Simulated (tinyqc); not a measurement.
Inside a calculation. Model: physical sputtering: collision-cascade yield, angular dependence, faceting and resputtering in deposition. Computed by tinyqc, a small Python program that keeps every step. Command: `OMP_NUM_THREADS=1 python tinyqc.py 3002945 3002946 out.jsonl sputter walk`. One thread of a shared host (Intel(R) Xeon(R) Processor @ 2.30GHz), about 0.01 s of CPU time with the checks. Intermediate numbers are printed to about 6 digits and carried at full precision; extremes and crossings named in words are read from the listed rows.

Ions start collision cascades; atoms that reach the surface with more than U leave. The target is amorphous or fine-grained.

Inputs (values chosen for the exercise, modelled on gallium ions on cobalt):
```
quantity                                                  value     unit
ion Z1                                                       31        -
ion mass M1                                                69.7        u
target Z2                                                    27        -
target mass M2                                             58.9        u
surface binding energy U                                   4.39       eV
target density N                                           90.9   1/nm^3
fit factor Q                                               0.96        -
ion energy E                                              17000       eV
current density J                                           1.9  mA/cm^2
angular exponent f                                          2.3        -
angle of the largest yield                                   70  degrees
angle of incidence                                           75  degrees
deposition rate over sputter rate on a flat surface, D/S    5.1        -
```

Constants: e = 1.602176634e-19 C.

## Yield at normal incidence

gamma = 4 M1 M2/(M1 + M2)^2; threshold E_th = 6.7 U/gamma for M1 >= M2, else U (1 + 5.7 M1/M2)/gamma. eps = 0.03255 M2 E/(Z1 Z2 (M1 + M2) z), z = (Z1^(2/3) + Z2^(2/3))^(1/2), E in eV; s_n = 3.441 sqrt(eps) ln(eps + 2.718)/(1 + 6.355 sqrt(eps) + eps (6.882 sqrt(eps) - 1.708)); S_n = 84.78 Z1 Z2 M1 s_n/((M1 + M2) z) in eV angstrom^2; alpha = 0.249 (M2/M1)^0.56 + 0.0035 (M2/M1)^1.5 for M1 <= M2, else 0.0875 (M2/M1)^(-0.15) + 0.165 M2/M1; Y0 = 0.042 Q alpha S_n/U [1 - sqrt(E_th/E)]^2.5 (the electronic-loss factor of the full formula is dropped). Erosion rate = Y0 J/(e N); 1 cm^2 = 1e14 nm^2.

energy transfer factor gamma = 0.992947

threshold E_th = 29.6219 eV

reduced energy eps = 0.0697080

nuclear stopping S_n = 3070.92 eV angstrom^2

alpha = 0.229171

yield Y0 = 5.81018 atoms per ion

erosion rate = 454.800 nm/min

The threshold factor is 0.899; the energy cost is 2930 eV per removed atom, 666 times U.

## Oblique incidence

Angular law: Y/Y0 = t^f exp(-f cos(a_opt)(t - 1)), t = 1/cos(angle), largest at a_opt. A plane tilted by the angle recedes along the beam at a speed proportional to Y(angle), and along its own normal as Y cos(angle).

Y/Y0 at the angle = 2.35377

yield at the angle = 13.6758 atoms per ion

normal speed relative to a flat surface = 0.609201

largest Y/Y0 = 2.59681

## Deposition with resputtering

With a directional flux, net growth along the beam is D - S Y(angle)/Y0. Slopes where Y/Y0 exceeds D/S are etched: solve Y/Y0 = D/S below a_opt, if the largest Y/Y0 exceeds D/S. The normal speed is largest where f (1 - cos(a_opt)/cos(angle)) = 1, cos(angle) = f cos(a_opt)/(f - 1), or at angle 0 if this exceeds 1.

Angle of zero net growth: none: every slope grows

angle of the largest normal speed = 52.7631 degrees

Deposition outweighs sputtering at every angle, so no slope is cut back.

## Yield over energy

The formulas are those given above.

Normal incidence:
```
E (eV)          eps  S_n (eV angstrom^2)           Y0  Y0 per keV
50      2.05024e-04               399.97  2.14278e-02     0.42856
100     4.10047e-04               546.94  1.61417e-01     1.61417
200     8.20094e-04               739.08  4.61697e-01     2.30849
300     1.23014e-03               875.41  7.17589e-01     2.39196
500     2.05024e-03              1074.36  1.12598e+00     2.25195
1000    4.10047e-03              1393.75  1.82950e+00     1.82950
2000    8.20094e-03              1766.29  2.68773e+00     1.34386
5000    2.05024e-02              2318.98  3.99534e+00     0.79907
10000   4.10047e-02              2753.42  5.03879e+00     0.50388
30000   1.23014e-01              3365.08  6.53953e+00     0.21798
100000  4.10047e-01              3602.41  7.26039e+00     0.07260
```

The yield per keV peaks at 300 eV among these rows, 10 times the threshold, the most economical range for removing atoms. Y0 varies as E^2.91 between the first rows and as E^0.09 at the end, where nuclear stopping is flattening. Caution: the electronic-loss factor, dropped here, would lower the yields at the highest energies slightly.

Checks made by the program: position of the angular maximum (relative difference below 1e-10).
